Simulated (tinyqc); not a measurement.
# Programming of a floating-gate cell by Fowler-Nordheim tunnelling: effects of single changes

Per tunnel area the floating gate has Ctun = 3.9 eps0/tox to the channel (0 V) and Ccg to the control gate, Ct = Ctun/(1 - ag), no other coupling. With the threshold shift U = -Q/Ccg the field is F = ag (Vg - U)/tox, and dU/dt = J/Ccg. Fowler-Nordheim: J = A F^2 exp(-B/F), A = q^2/(16 pi^2 hbar mo phi) (times 1e14 for A/cm^2 with F in V/nm, emitter mass m0), B = (4/3) sqrt(mo/C) phi^1.5, C = hbar^2/(2 m0).

Values chosen for this exercise; oxide values close to those of silicon dioxide:
- phi = 3.2 eV (tunnel barrier)
- mo = 0.49 m0 (tunnelling mass)
- tox = 9.8 nm (tunnel oxide thickness)
- ag = 0.71 (coupling ratio Ccg/Ct)
- Vt0 = -1.4 V (threshold shift at the start)
- Vg = 16 V (control-gate voltage)

Constants: q = 1.602176634e-19 C, hbar = 1.054571817e-34 J s, m0 = 9.1093837015e-31 kg, eps0 = 8.8541878128e-14 F/cm where lengths are in cm, hbar^2/(2 m0) = 0.0380998212 eV nm^2. Results are converted to the units shown.

Each table varies one quantity; the others keep the values above.

## Effect of the gate voltage

After 0.0004 s. Exact: exp(B/F(t)) = exp(B/F(0)) + K t, K = A B ag/(Ccg tox), and U = Vg - tox F/ag.

Results:

| Vg (V) | F (V/nm) | J (A/cm^2) | U (V) |
|---|---|---|---|
| 13 | 1.0311 | 3.0888e-4 | -1.2314 |
| 13.6 | 1.0568 | 6.1957e-4 | -0.98676 |
| 14.2 | 1.0718 | 9.1556e-4 | -0.59372 |
| 14.9 | 1.0798 | 0.0011233 | -0.0043841 |
| 16.1 | 1.0839 | 0.0012449 | 1.1394 |
| 16.8 | 1.0845 | 0.0012646 | 1.8308 |
| 17.4 | 1.0847 | 0.0012722 | 2.4275 |
| 18 | 1.0849 | 0.0012759 | 3.0259 |

Estimate the missing row, Vg = 15.5 V.

Computed row:

| Vg (V) | F (V/nm) | J (A/cm^2) | U (V) |
|---|---|---|---|
| 15.5 | 1.0826 | 0.0012065 | 0.55662 |

With this row back in the table: U rises from -1.23 to 3.03 V, by 0.41 V a volt between the first two rows and 0.997 between the last two: once K t exceeds exp(B/F(0)) the final field, 1.08 V/nm, no longer depends on Vg. In 5 of the 9 rows the starting field exceeds 12 MV/cm, where the oxide would wear out or break down quickly.

## Programming by a staircase of pulses

Same model as above.

Pulse i = 1, 2, ... has the height 14.5 V + (i - 1) 0.3 V and lasts 12 us; each starts from the U that the last one left.

Programming by a staircase of pulses:

| N | last pulse (V) | U (V) | gain of the last pulse (V) | F at its end (V/nm) |
|---|---|---|---|---|
| 1 | 14.50 | -1.319 | 0.08134 | 1.146 |
| 2 | 14.80 | -1.206 | 0.1127 | 1.160 |
| 3 | 15.10 | -1.059 | 0.1471 | 1.171 |
| 4 | 15.40 | -0.8776 | 0.1812 | 1.179 |
| 6 | 16.00 | -0.4285 | 0.2372 | 1.190 |
| 8 | 16.60 | 0.09874 | 0.2707 | 1.195 |
| 11 | 17.50 | 0.9581 | 0.2917 | 1.198 |
| 14 | 18.40 | 1.847 | 0.2977 | 1.199 |
| 18 | 19.60 | 3.044 | 0.2996 | 1.199 |

The gain of a pulse rises from 0.0813 to 0.300 V and settles at the step of 0.3 V: the field at the end of a pulse becomes steady, 1.20 V/nm, so U follows the gate one to one whatever it started from. It is within 5 % of the step from pulse 11 on among the rows. In every row the field stays above 10 MV/cm, which wears the oxide.

## Effect of the coupling ratio

Same model as above.

After 0.0004 s.

Effect of the coupling ratio:

| ag | F(0) (V/nm) | F (V/nm) | J (A/cm^2) | U (V) |
|---|---|---|---|---|
| 0.42 | 0.74571 | 0.74571 | 6.2638e-9 | -1.4000 |
| 0.47 | 0.83449 | 0.83447 | 3.8900e-7 | -1.3995 |
| 0.52 | 0.92327 | 0.92265 | 1.0934e-5 | -1.3884 |
| 0.57 | 1.0120 | 1.0040 | 1.4340e-4 | -1.2624 |
| 0.63 | 1.1186 | 1.0616 | 7.0243e-4 | -0.51333 |
| 0.68 | 1.2073 | 1.0779 | 0.0010699 | 0.46576 |
| 0.73 | 1.2961 | 1.0873 | 0.0013571 | 1.4031 |
| 0.78 | 1.3849 | 1.0968 | 0.0017149 | 2.2202 |

The starting field rises from 0.746 to 1.38 V/nm and U rises from -1.40 to 2.22 V. Between the last two rows 0.01 of coupling is worth 163 mV. In 3 of the 8 rows the starting field exceeds 12 MV/cm, where the oxide would wear out or break down quickly.

Range of the model: Programming fields of 10 MV/cm and more wear the oxide; trapping and the channel potential are ignored.

Computed by the program tinyqc: `OMP_NUM_THREADS=1 python tinyqc.py 2130098 2130099 out.jsonl`, one thread of a shared Intel Xeon 2.30GHz, about 0.01 s for the whole run.
